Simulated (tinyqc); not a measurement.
Against the doping: grain-boundary trapping model (Seto) of a polycrystalline semiconductor film. Computed by tinyqc, a small Python program. Command: `OMP_NUM_THREADS=1 python tinyqc.py 3029034 3029035 out.jsonl poly walk`. One thread of a shared host (Intel(R) Xeon(R) Processor @ 2.30GHz), about 0.01 s of CPU time with the checks.

Grains of equal size L are joined by thin boundaries with one trap level. Trapped carriers deplete a width W on each side and raise a barrier, crossed by thermionic emission. Dopants are fully ionised, statistics are non-degenerate and mu_g does not depend on T.

Inputs (values chosen for the exercise, modelled on polycrystalline germanium):
```
quantity                                     value        unit
permittivity eps                                16           -
effective mass m                               0.2         m_0
effective density of states at 300 K, N_c  6.2e+18      1/cm^3
grain size L                                   190          nm
trap density Q_t                           6.1e+11      1/cm^2
trap level E_t below the band edge            0.21          eV
mobility inside the grains mu_g                560  cm^2/(V s)
temperature T                                  200           K
```

Grain interior: resistance included.

Constants: e = 1.602176634e-19 C; eps_0 = 8.8541878128e-12 F/m; k_B = 8.617333262e-05 eV/K; m_0 = 9.1093837015e-31 kg; k_B = 1.380649e-23 J/K.

Method:
- If all traps fill, the grain is just depleted at N* = Q_t/L, with the barrier e Q_t L/(8 eps eps_0).
- N_c(T) = N_c (T/300 K)^(3/2). Filled traps Q = Q_t/(1 + (1/2) exp((E_t* - E_F)/k_B T)), where E_t* = e V_B - E_t and E_F are counted from the band edge at the grain centre. Partial depletion: Q = 2 N W, V_B = e N W^2/(2 eps eps_0), E_F = k_B T ln(N/N_c); solve for W. If that W would exceed L/2 the grain is fully depleted: W = L/2, Q = N L, and E_F follows from the trap equation. Centre density n_0 = N_c exp(E_F/k_B T).
- Boundary: sigma_b = L e^2 n_0 exp(-e V_B/k_B T)/sqrt(2 pi m k_B T); drift through the grain, depleted parts included: rho_g = [(1 - 2W/L) + (2W/L) int_0^1 exp(y^2 s^2) ds]/(e n_0 mu_g); rho = 1/sigma_b + rho_g. Mean carrier density n_av = n_0 [(1 - 2W/L) + (2W/L) (sqrt(pi)/2) erf(y)/y], y = sqrt(e V_B/k_B T); effective mobility 1/(e n_av rho).

N* = 3.21053e+16 1/cm^3

The same film:
```
N (1/cm^3)  W (nm)  V_B (V)  mean density (1/cm^3)  mobility (cm^2/(V s))  rho (ohm cm)
9.60e+14    95.000  0.00490             3.2223e+11                 494.41    3.9177e+04
3.20e+15    95.000  0.01633             1.8629e+12                 435.96    7.6851e+03
8.00e+15    95.000  0.04083             1.7080e+13                 250.46    1.4590e+03
1.60e+16    95.000  0.08165             3.9725e+14                  53.24    2.9512e+02
2.60e+16    89.548  0.11790             9.7945e+15                   8.86    7.1907e+01
3.90e+16    70.011  0.10810             2.0425e+16                  11.92    2.5640e+01
6.40e+16    47.002  0.07995             4.5334e+16                  44.74    3.0775e+00
1.30e+17    23.445  0.04041             1.1592e+17                 247.56    2.1749e-01
3.20e+17     9.531  0.01644             3.1216e+17                 437.57    4.5695e-02
1.30e+18     2.346  0.00405             1.2977e+18                 495.21    9.7127e-03
```

What does the comparison show, and why?

The barrier peaks among these rows at N = 2.6e16 (0.118 V) and the mobility has its minimum at 2.6e16; N* is 3.2e16. While the grain is fully depleted (W = L/2) V_B grows as N; once all traps are filled it falls as 1/N (last exponent -1.00). Partly depleted rows (W < L/2) with e V_B below 2 k_B T stretch the depletion approximation. Where N approaches N_c the non-degenerate statistics fail. rho drops most steeply, as N^-4.3, between 3.9e16 and 6.4e16.

Extremes, crossings and ranges named in words are read from the listed rows.
